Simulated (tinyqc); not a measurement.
Stacked nanosheet transistor, parasitic resistance, capacitance and delay: two steps of the calculation.

Ns sheets share one contact on top; each has perimeter p = 2 (Ws + ts) and cross-section A = Ws ts; contact width Wc = Ws + 10 nm, stack height Hs = Ns pv. Sheet 1 is the top one. Contact length Lc = CPP - Lg - 2 Lsp, shared by two neighbouring gates. Source and drain sides are equal. The formulas are first-order estimates, not field solutions.

Parameters, values chosen for the exercise; values close to those of silicon logic devices: temperature T = 300 K; number of sheets Ns = 5; sheet width Ws = 12 nm; sheet thickness ts = 5 nm; vertical pitch of the sheets pv = 14 nm; vertical resistance between sheet levels rv = 118 ohm; gate length Lg = 18 nm; spacer length Lsp = 4 nm; relative permittivity of the spacer ks = 4.5; gate height above the channel stack Hc = 20 nm; gate overlap Lov = 1 nm; inversion capacitance Cinv = 3.3 uF/cm^2; injection velocity vx = 1e7 cm/s; apparent mobility mu = 130 cm^2/(V s); threshold at zero drain voltage VT = 0.28 V; barrier lowering dl = 0.037 V/V; subthreshold factor n = 1.27; wire load Cw = 0.36 fF; supply voltage Vdd = 0.65 V.

Constants: q = 1.602176634e-19 C, kB = 1.380649e-23 J/K, eps0 = 8.8541878128e-12 F/m, Vt = kB T/q. Results are converted to the units shown.

Question 1. Capacitances. With N sheets: gate Cg = Cinv p N Lg; per side, plate Cp = ks eps0 [Wc (Hs + Hc) - N A]/Lsp, top fringe Cf = (2/pi) ks eps0 Wc ln(1 + Lg/(2 Lsp)), overlap Co = Cinv p N Lov. Cs = Cp + Cf + Co. An inverter of two such devices driving an equal one has the load CL = 2 (Cg + 2 Cs) + 4 Cs + Cw (its own drains counted twice for the Miller effect).

Find: Cg; Cp; Cf; Co; CL.

Answer 1.

Cg = 101.0 aF
Cp = 16.73 aF
Cf = 0.6577 aF
Co = 5.610 aF
CL = 746.0 aF

The channel capacitance gives 27.1 % of CL, the parasitic parts 24.7 % and the wire 48.3 %.

Question 2. Sheet currents at Vgs = Vdd, Vds = Vdd/2. One sheet: I = p Q vx u/(1 + |u|^1.8)^(1/1.8), Q = Cinv n Vt ln(1 + exp((Vg' - VT + dl Vd')/(n Vt))), u = Vd' mu/(vx Lg), Vg' = Vgs - v, Vd' = Vds - 2 v, with the drop on each side v_j = Rc sum I + rv (sum over levels k = 2..j of the current of sheets k..Ns) + Rx I_j. I(new) = I(out).

I at the start (uA): sheet 1 0, sheet 2 0, sheet 3 0, sheet 4 0, sheet 5 0
Rc = 176.98829 ohm
Rx = 373.33333 ohm

Wanted: drop v; I(out); I after iteration 1.

Answer 2.

drop v (mV): sheet 1 0, sheet 2 0, sheet 3 0, sheet 4 0, sheet 5 0
I(out) (uA): sheet 1 38.463, sheet 2 38.463, sheet 3 38.463, sheet 4 38.463, sheet 5 38.463
I after iteration 1 (uA): sheet 1 38.463, sheet 2 38.463, sheet 3 38.463, sheet 4 38.463, sheet 5 38.463

Numbers from tinyqc (`OMP_NUM_THREADS=1 python tinyqc.py 2170013 2170014 out.jsonl`; about 0.07 s on one thread of a shared Intel Xeon 2.30GHz).
